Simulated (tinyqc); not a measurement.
Read current of a NAND string, cells in series solved by shooting: one step of the calculation.

Cells in series, numbered from 0 at the source line (0 V) to the bit line, each followed by a gap resistance Rg. A cell with gate Vg, threshold VT, source Vs and drain Vd passes I = 2 nf K Vt^2 [F(Vs) - F(Vd)]/(1 + th max(Vg - VT, 0)), F(V) = ln^2(1 + exp((Vg - VT - nf V)/(2 nf Vt))). The selected cell has Vg = Vr, the others Vg = Vp.

Problem. Node voltages for a trial current. For a trial current I start at 0 V and, cell by cell (the selected one is cell 0), solve for the drain: sqrt(F(Vd)) = sqrt(F(Vs) - I/k), k = 2 nf K Vt^2/(1 + th max(Vg - VT, 0)), Vd = [Vg - VT - 2 nf Vt ln(exp(sqrt F) - 1)]/nf, then add I Rg.

Inputs (values chosen for the exercise); values of the order met in vertical NAND strings:
- T = 358 K (temperature)
- K = 4.6 uA/V^2 (gain factor of a cell)
- nf = 1.5 (slope factor)
- th = 0.09 1/V (mobility reduction factor)
- Rg = 5.4 kohm (resistance of the gap between cells)
- Vbl = 0.5 V (bit-line voltage)
- Vp = 7.7 V (pass voltage)
- Vr = 4.06 V (read voltage on the selected word line)

Constants: q = 1.602176634e-19 C, kB = 1.380649e-23 J/K, Vt = kB T/q. Results are converted to the units shown.

first trial current = 0.67 uA
thresholds from the source end, cell 0 to 3 (V): [2.7, 4.5, -2, 4.5]

Find: node voltage after each cell and gap, trial 1.

Solution.

node voltage after each cell and gap, trial 1, cell 0 to 3 (V): [0.1331, 0.2002, 0.2329, 0.3035]

Numbers from tinyqc (`OMP_NUM_THREADS=1 python tinyqc.py 2142064 2142065 out.jsonl`; about 0.7 s on one thread of a shared Intel Xeon 2.30GHz).
